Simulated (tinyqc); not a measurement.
# From alignment C back to width sigma of the true defect charge

Model: correction of a charged-defect supercell by a model charge and potential alignment (plane-averaged potentials). Computed by tinyqc, a small Python program. Command: `OMP_NUM_THREADS=1 python tinyqc.py 3113446 3113447 out.jsonl align inv`. One thread of a shared host (Intel(R) Xeon(R) Processor @ 2.30GHz), about 0.04 s of CPU time with the checks.

The "true" defect charge is (1 - x) q in a Gaussian of width sigma plus x q in one of width sigma_t, so the exact answer is known; the correction sees only a single model Gaussian of width sigma_m. A Gaussian of width s has the transform rho(G) = exp(-G^2 s^2/2), normalised to 1. A uniform background cancels q, so G = 0 is left out. Potentials are those felt by a unit positive charge. E_0 is the formation energy of the isolated defect, E_cell its value in the supercell, E_lat = E_iso - E_per of the model charge, C the true less the model potential far from the defect; the exact correction is E_0 - E_cell, and the error of a scheme is E_cell plus its correction less E_0.

Inputs (values chosen for the exercise, with screening close to that of Al2O3): defect charge q = 1 e; dielectric constant eps = 8.76; edge of the cubic cell L = 9.06 angstrom; width sigma_m of the model charge = 0.69 angstrom; share x of the charge in a wide tail = 0; width sigma_t of the tail = 1.4 angstrom; formation energy of the isolated defect E_0 = 1.08 eV.

Constants: e^2/(4 pi eps_0) = 14.39964548 eV angstrom.

Method:
- Periodic energy E_per = (2 pi q^2/(eps L^3)) (e^2/(4 pi eps_0)) sum_(G != 0) rho(G)^2/G^2, G = (2 pi/L)(n1, n2, n3), |n_i| <= 16. Isolated energy: two Gaussians of charges q_a, q_b and widths a, b interact by q_a q_b (e^2/(4 pi eps_0 eps)) sqrt(2/pi)/sqrt(a^2 + b^2), and the self-energy is half the sum over pairs.
- Supercell value E_cell = E_0 + E_per - E_iso for the true charge.
- E_lat = E_iso - E_per for the model charge; point-charge value alpha q^2 e^2/(4 pi eps_0 eps 2 L) with alpha = 2.837297.
- Plane-averaged potential at distance z from the defect: V(z) = (4 pi q/(eps L^3)) (e^2/(4 pi eps_0 e)) sum_(m != 0) rho(G_m) cos(G_m z)/G_m^2, G_m = 2 pi m/L, |m| <= 40.
- C = difference at z = L/2; E_corr = E_cell + E_lat - q C. For charges that have died out at L/2, C = (2 pi q/(eps L^3)) (e^2/(4 pi eps_0 e)) (<s^2> - sigma_m^2), <s^2> = (1 - x) sigma^2 + x sigma_t^2.

Task: A run gave the result below. Find the width sigma of the true defect charge, known to lie between 0.55 and 1.7 angstrom.

alignment C = 0.004517547 V

Result:

Each step takes the trial c = (a f_b - b f_a)/(f_b - f_a), f being the result less the target and a, b, c the logarithms of the listed values; c replaces end b, the old b replaces a if the sign of f changed, and otherwise f_a is halved.

Scan of the range:
```
width sigma of the true defect charge (angstrom)  alignment C (V)
0.550                                                  -0.0024110
0.664                                                  -0.0004889
0.801                                                   0.0022985
0.967                                                   0.0063744
1.170                                                   0.0123919
1.410                                                   0.0208734
1.700                                                   0.0325070
```

False position (Illinois rule, in the logarithm of the input) inside the bracket:
```
step     end a     end b     trial  alignment C (V)
1     0.801000  0.967000  0.887492       0.00432671
2     0.967000  0.887492  0.894617       0.00450305
3     0.967000  0.894617  0.895687       0.00452967
4     0.894617  0.895687  0.895200       0.00451754
5     0.895687  0.895200  0.895200       0.00451755
```

Alignment C rises at every point of a 13-point scan of the range (every second point is shown), so one value fits; it is bracketed by 0.801 and 0.967. Answer: width sigma of the true defect charge = 0.8952 angstrom.
